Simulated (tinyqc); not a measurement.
Where the wafer is too thin: surface photovoltage measurement of the minority-carrier diffusion length in a wafer. Computed by tinyqc, a small Python program. Command: `OMP_NUM_THREADS=1 python tinyqc.py 3130031 3130032 out.jsonl spv walk`. One thread of a shared host (Intel(R) Xeon(R) Processor @ 2.30GHz), about 0.01 s of CPU time with the checks.

Low injection, steady light, a depletion layer much thinner than 1/alpha and L. The excess density dn is taken at the front edge of the neutral region; light that reaches the back is lost.

Inputs (values chosen for the exercise, modelled on p-type silicon at room temperature):
```
quantity                            value        unit
wafer thickness W                     300  micrometre
diffusivity D                        25.2      cm^2/s
front recombination velocity S_f     1400        cm/s
back recombination velocity S_b     20000        cm/s
photon flux entering              5.2e+11  1/(cm^2 s)
```

Method:
- alpha = (84.732/lambda - 76.417)^2 per cm with lambda in micrometre (an empirical fit for silicon between 0.7 and 1.05 micrometre).
- Thick wafer: dn = Phi L/((S_f + D/L)(L + 1/alpha)). Finite wafer, with s = S_b L/D, w = W/L, a = alpha L: dn = [Phi a/(a^2 - 1)] [a - B - exp(-alpha W)(a - s)/(cosh w + s sinh w)]/(S_f + B D/L), B = (sinh w + s cosh w)/(cosh w + s sinh w).
- Readings y = (Phi/dn) (1 + noise x g) at 780, 830, 880, 920, 950, 975 and 995 nm; a least-squares line y = c (1/alpha + L_app) gives L_app = intercept/slope.
- No noise; L is varied at fixed W, and the last two columns set S_b to 0 and to 1e7 cm/s.

Apparent length (micrometre):
```
L        W/L  given S_b  S_b = 0  S_b = 1e7
15    20.000      15.00    15.00      15.00
30    10.000      30.00    30.00      30.00
60     5.000      59.78    60.12      59.70
90     3.333      87.66    91.49      87.13
150    2.000     130.32   163.54     127.75
240    1.250     164.32   292.81     158.78
390    0.769     185.61   510.88     177.59
630    0.476     195.56   759.67     186.22
1200   0.250     200.48   993.41     190.45
```

What does the comparison show, and why?

With a fast back surface L_app levels off, at 190 micrometre in the last row; with a passive one it reaches up to 1.31 times L among these rows and is 993 in the last. All three columns are within 5 % of L down to W/L = 3.3.

Extremes, crossings and ranges named in words are read from the listed rows.
